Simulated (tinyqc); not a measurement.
## Index and thickness from Psi and Delta

Problem. Air (index 1), film, substrate with N2 = n2 - i k2; time factor exp(+i w t). q_j = sqrt(N_j^2 - sin^2 th), root with positive real part. Fresnel coefficients r_s = (q_a - q_b)/(q_a + q_b), r_p = (N_b^2 q_a - N_a^2 q_b)/(N_b^2 q_a + N_a^2 q_b). tan(Psi) exp(i Delta) = R_p/R_s, Delta taken from 0 to 360 degrees. beta = 2 pi d q1/lam, X = exp(-2 i beta), R = (r01 + r12 X)/(1 + r01 r12 X) for p and s. The film is transparent, with 1.15 < n1 < 2.9 and d under half a period. Find n1, d and the period.

Inputs (values chosen for the exercise):

| symbol | value | unit | meaning |
|---|---|---|---|
| lam | 800 | nm | wavelength |
| th | 70 | degrees | angle of incidence |
| n2 | 3.692 |  | index of the substrate |
| k2 | 0.0065 |  | extinction coefficient of the substrate |

Psi = 16.189975 degrees
Delta = 95.658923 degrees

Answer. Two measured angles fix two unknowns; a search from many starts finds one solution in the range given. Thicker films with d plus a multiple of the period give the same angles.

n1 = 2.008
d = 39.00 nm
period = 225.4 nm

Computed by the program tinyqc: `OMP_NUM_THREADS=1 python tinyqc.py 2870111 2870112 out.jsonl`, one thread of a shared Intel Xeon 2.30GHz, about 0.3 s for the whole run.
